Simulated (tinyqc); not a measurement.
From results back to parameters: averaged masses of warped heavy- and light-hole bands. Five cases, with inputs chosen for the exercise.

Problem. For B along [111] the central orbits have s = 1/4 all round, so the cyclotron masses are 1/(g1 -/+ sqrt(g2^2 + 3 g3^2)). They are given with the heavy-hole mass along [100], 1/(g1 - 2 g2); g2 and g3 are positive.

Find: g1; sqrt(g2^2 + 3 g3^2); g2; g3.

Method. The mean of the two inverse cyclotron masses is g1 and half their difference is the root; g2 = (g1 - 1/m[100])/2, and g3 follows.

Case 1.

heavy and light cyclotron mass for B along [111]; heavy mass along [100] (m0): 0.6019644  0.0148945  0.2777778

Solution.

g1 = 34.40
sqrt(g2^2 + 3 g3^2) = 32.739
g2 = 15.40
g3 = 16.68

Case 2.

heavy and light cyclotron mass for B along [111]; heavy mass along [100] (m0): 0.6517435  0.0799638  0.3401361

Solution.

g1 = 7.02
sqrt(g2^2 + 3 g3^2) = 5.486
g2 = 2.04
g3 = 2.94

Case 3.

heavy and light cyclotron mass for B along [111]; heavy mass along [100] (m0): 0.8957871  0.1103307  0.5291005

Solution.

g1 = 5.09
sqrt(g2^2 + 3 g3^2) = 3.974
g2 = 1.60
g3 = 2.10

Case 4.

heavy and light cyclotron mass for B along [111]; heavy mass along [100] (m0): 0.3754875  0.0414993  0.2049180

Solution.

g1 = 13.38
sqrt(g2^2 + 3 g3^2) = 10.717
g2 = 4.25
g3 = 5.68

Case 5.

heavy and light cyclotron mass for B along [111]; heavy mass along [100] (m0): 0.5728635  0.1467484  0.2777778

Solution.

g1 = 4.28
sqrt(g2^2 + 3 g3^2) = 2.534
g2 = 0.34
g3 = 1.45

Computed by tinyqc, one run a case: `OMP_NUM_THREADS=1 python tinyqc.py N N+1 out.jsonl` with N = 1080222, 1080232, 1080266, 1080278, 1080287; one thread of a shared Intel(R) Xeon(R) Processor @ 2.30GHz, about 0.03 s a run at most.
